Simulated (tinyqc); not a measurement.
RKS/BP86 in the 6-31g basis, for H-, spin multiplicity 1, step by step. The basis has no diffuse functions, so it cannot describe the extra electron: this is an exercise in the method, not the real anion. One step of it, computed by the program tinyqc.

Question. Iteration 1: building the Kohn-Sham matrix. J_ij = sum D_kl (ij|kl); F = H + J + V_xc; E = tr D H + tr D J / 2 + E_xc + E_nn.

D at the start:
```
,1H 1s,1H 2s
1H 1s,0.246576,0.514955
1H 2s,0.514955,1.075442
```

core Hamiltonian H = T + V (hartree):
```
,1H 1s,1H 2s
1H 1s,-0.257552,-0.482576
1H 2s,-0.482576,-0.398935
```

Two-electron integrals (ij|kl) in chemists' order, unique and non-zero (hartree):
```
i,j,k,l,(ij|kl)
1,1,1,1,1.076566
2,1,1,1,0.578470
2,1,2,1,0.329423
2,2,1,1,0.587396
2,2,2,1,0.361304
2,2,2,2,0.453150
```

nuclear repulsion = 0 hartree

V_xc (hartree):
```
,1H 1s,1H 2s
1H 1s,-0.569233,-0.310755
1H 2s,-0.310755,-0.316010
```

E_xc = sum of w rho eps_xc = -0.62645880 hartree

Give: Coulomb J; Kohn-Sham matrix F; total energy of this density.

Answer.

Coulomb J (hartree):
```
,1H 1s,1H 2s
1H 1s,1.493,0.870
1H 2s,0.870,1.004
```

Kohn-Sham matrix F (hartree):
```
,1H 1s,1H 2s
1H 1s,0.666,0.077
1H 2s,0.077,0.289
```

total energy of this density = -0.44366 hartree
